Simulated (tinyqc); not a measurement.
## In-plane mass from two subband densities

Problem. At zero temperature each occupied subband holds N_k = D (EF - E_k), D = md m0 q/(pi hbar^2) per eV. Two subbands are occupied. Find md, EF - E1 and EF - E2.

Constants: q = 1.602176634e-19 C, hbar = 1.054571817e-34 J s, m0 = 9.1093837015e-31 kg. Results are converted to the units shown.

N1, N2 (cm^-2): [7.5402673e11, 5.7e10]
E2 - E1 = 54 meV

Answer. N1 - N2 = D (E2 - E1) gives D and so md; each N_k/D is a distance to EF.

md = 0.03090 m0
EF - E1 = 58.42 meV
EF - E2 = 4.416 meV

Program tinyqc, `OMP_NUM_THREADS=1 python tinyqc.py 2140021 2140022 out.jsonl`; Intel Xeon 2.30GHz, shared host, one thread, about 0.2 s.
